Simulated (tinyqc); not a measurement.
Inside a calculation. Model: anisotropic elasticity and sound waves of a cubic crystal. Computed by tinyqc, a small Python program that keeps every step. Command: `OMP_NUM_THREADS=1 python tinyqc.py 3006414 3006415 out.jsonl cubicelastic walk`. One thread of a shared host (Intel(R) Xeon(R) Processor @ 2.30GHz), about 0.01 s of CPU time with the checks. Intermediate numbers are printed to about 6 digits and carried at full precision; extremes and crossings named in words are read from the listed rows.

Voigt order 1..6 = xx, yy, zz, yz, xz, xy, with engineering shear strains. The rotated frame has x' as named, z' along the wafer normal and y' = z' x x'.

Inputs (values chosen for the exercise, modelled on titanium nitride):

| quantity | value | unit |
|---|---|---|
| C11 | 634.3 | GPa |
| C12 | 165.2 | GPa |
| C44 | 162.5 | GPa |
| density rho | 5.424 | g/cm^3 |
| expansion coefficient of the film | 9.5 | ppm/K |
| expansion coefficient of the substrate | 7.5 | ppm/K |
| cooling Delta T | 100 | K |

Frame: (110) wafer, x' along [1-11].

wave normal (not normalised): 5  4.5  0.2

## Compliances and anisotropy

S11 = (C11 + C12)/D, S12 = -C12/D, D = (C11 - C12)(C11 + 2 C12), S44 = 1/C44. Zener ratio A = 2 C44/(C11 - C12); S0 = S11 - S12 - S44/2; H = 2 C44 + C12 - C11.

S11 = 1.76669 1/TPa

S12 = -0.365050 1/TPa

S44 = 6.15385 1/TPa

Zener ratio A = 0.692816

S0 = -0.945181 1/TPa

H = -144.1 GPa

## Stiffness in the rotated frame

direction cosines a (rows x', y', z' in the cube axes):
```
           x          y          z
x'  0.577350  -0.577350   0.577350
y'  0.408248  -0.408248  -0.816497
z'  0.707107   0.707107   0.000000
```

C'_ijkl = C12 delta_ij delta_kl + C44 (delta_ik delta_jl + delta_il delta_jk) - H sum_m a_im a_jm a_km a_lm.

C' (GPa), lower triangle (symmetric):
```
         1        2        3        4        5        6
1  538.233
2  213.233  562.250
3  213.233  189.217  562.250
4    0.000    0.000    0.000  186.517
5    0.000    0.000    0.000   33.965  210.533
6    0.000  -33.965   33.965    0.000    0.000  210.533
```

Normal stress couples to shear strain in this frame.

## Moduli along the axes of the frame

Invert C' to S'. E along x' = 1/S'11, along y' = 1/S'22; Poisson ratios nu(x'y') = -S'12/S'11 and nu(x'z') = -S'13/S'11; in-plane shear modulus 1/S'66.

E along x' = 417.221 GPa

E along y' = 446.572 GPa

nu(x'y') = 0.283756

nu(x'z') = 0.283756

in-plane shear modulus = 204.348 GPa

E differs between x' and y' by -6.6 %.

## Thermal stress in a film with this orientation

On cooling, a thick substrate imposes eps_1 = eps_2 = (alpha_film - alpha_substrate) Delta T and eps_6 = 0; the free surface sets sigma_3 = sigma_4 = sigma_5 = 0, which fixes eps_3, eps_4, eps_5. Biaxial modulus M = (sigma_1 + sigma_2)/(2 eps); energy density M eps^2. Elastic response and constant coefficients are assumed.

in-plane strain = 0.2 per mille

elastic strain along the normal = -0.143157 per mille

stress along x' = 119.767 MPa

stress along y' = 128.009 MPa

biaxial modulus M = 619.441 GPa

energy density = 0.0247776 MJ/m^3

The film ends in tension.

## Sound waves along the wave normal

In the cube axes, with unit normal n: G_ij = (C12 + C44) n_i n_j + (C44 - H n_i^2) delta_ij, eigenvalues rho v^2, eigenvectors u (columns, largest component positive). Group velocity V_i = [(C12 + C44)(u.n) u_i + C44 n_i - H u_i^2 n_i]/(rho v); its angle to n has cosine v/|V|.

Christoffel matrix (GPa):
```
         x        y        z
x  422.933  162.801    7.236
y  162.801  373.451    6.512
z    7.236    6.512  162.917
```

phase velocities (m/s): 5476.5  6561.5  10189.0

polarisations:
```
        slow       fast  longitudinal
x  -0.016393  -0.651893      0.758134
y  -0.018225   0.758305      0.651645
z   0.999700   0.003134      0.024312
```

group speeds (m/s): 5480.3  6581.7  10194.6

angles between V and n (degree): 2.12204  4.49083  1.89623

Energy flows off the wave normal by up to 4.5 degrees, for the fast transverse wave.

## Polycrystal bounds against single-crystal directions

B = (C11 + 2 C12)/3; Voigt G = (C11 - C12 + 3 C44)/5; Reuss G = 5/(4 (S11 - S12) + 3 S44); Hill is their mean; E = 9BG/(3B + G), nu = (3B - 2G)/(6B + 2G). Along <hkl>, with g = 0, 1/4, 1/3: 1/E = S11 - 2 S0 g; for a film with that normal C33 = C11 + 2 H g and M = [6B - (3B - C33) - (3B - C33)^2/C33]/2.

bulk modulus B = 321.567 GPa

Averages:

| average | G (GPa) | E (GPa) | nu |
|---|---|---|---|
| Voigt | 191.320 | 478.970 | 0.251752 |
| Reuss | 185.264 | 466.252 | 0.258344 |
| Hill | 188.292 | 472.628 | 0.255039 |

Directions:

| direction | E (GPa) | biaxial modulus M (GPa) |
|---|---|---|
| <100> | 566.030 | 713.449 |
| <110> | 446.572 | 619.441 |
| <111> | 417.221 | 582.512 |

The bounds on G differ by 3.3 %, while E varies by a factor 1.36 with direction; with A below 1 the stiffest axis is <100>. Under a fixed mismatch strain, grains with a <111> normal store the least energy.

Checks made by the program: E along x' against 1/E = S11 - 2 S0 (l^2 m^2 + m^2 n^2 + n^2 l^2) (relative difference below 1e-10); closed form of M against the matrix solution (relative difference below 1e-10).
